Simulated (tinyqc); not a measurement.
Regular and subregular solution with a miscibility gap: one step, computed by the program tinyqc.

Per mole of mixing sites: G(x) = x (1 - x) [L0 + L1 (1 - 2x)] + R T [x ln x + (1 - x) ln(1 - x)], x the fraction of B.

Problem. G, chemical potentials and activities. G' = L0 (1 - 2x) + L1 (1 - 6x + 6x^2) + R T ln[x/(1 - x)]; G'' = -2 L0 - 6 L1 (1 - 2x) + R T/[x (1 - x)]. mu_A = G - x G', mu_B = G + (1 - x) G', activity = exp(mu/(R T)).

Inputs (values chosen for the exercise, for a model alloy): asymmetry L1 = 0 kJ/mol; temperature T = 230 K.

L0 = 8.74 kJ/mol

Constants: R = 8.314462618 J/(mol K).

Give: G, G'' and activities at x = 0.02, 0.1, 0.2, 0.35, 0.5, 0.65, 0.8, 0.9, 0.98.

Solution.

G, G'' and activities at x = 0.02, 0.1, 0.2, 0.35, 0.5, 0.65, 0.8, 0.9, 0.98:
```
x     G (kJ/mol)  G'' (kJ/mol)  activity of A  activity of B
0.02     -0.0162         80.09          0.982          1.612
0.10      0.1649          3.77          0.942          4.053
0.20      0.4415         -5.53          0.960          3.727
0.35      0.7502         -9.07          1.138          2.414
0.50      0.8595         -9.83          1.567          1.567
0.65      0.7502         -9.07          2.414          1.138
0.80      0.4415         -5.53          3.727          0.960
0.90      0.1649          3.77          4.053          0.942
0.98     -0.0162         80.09          1.612          0.982
```

G'' is negative at 5 of the nine compositions (0.2, 0.35, 0.5, 0.65, 0.8), where the solution is unstable.
